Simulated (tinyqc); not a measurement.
## Mobility from the current

Inverse problem. A Schottky diode carries J = q Nc [vR vD/(vR + vD)] exp(-phi/Vt) [exp(V/Vt) - 1]. A* = 4 pi q me m0 kB^2/h^3 (times 1e-4 for A/(cm^2 K^2)); Nc = 2 (2 pi me m0 kB T/h^2)^1.5 (times 1e-6 for cm^-3); vR = A* T^2/(q Nc). Find vR, vD and mun.

Values chosen for this exercise; band and dielectric values close to those of gallium arsenide: temperature T = 350 K; electron mass me = 0.0659 m0; barrier height seen from the metal phi = 0.36 eV; bias V = 0.06 V.

Constants: q = 1.602176634e-19 C, kB = 1.380649e-23 J/K, h = 6.62607015e-34 J s, m0 = 9.1093837015e-31 kg, Vt = kB T/q. Results are converted to the units shown.

J = 22.702331 A/cm^2
vD/mun = 36925.950 V/cm

Answer. J gives the effective velocity v, and 1/vD = 1/v - 1/vR.

vR = 1.13e7 cm/s
vD = 1.48e7 cm/s
mun = 400 cm^2/(V s)

Numbers from tinyqc (`OMP_NUM_THREADS=1 python tinyqc.py 2640115 2640116 out.jsonl`; about 0.01 s on one thread of a shared Intel Xeon 2.30GHz).
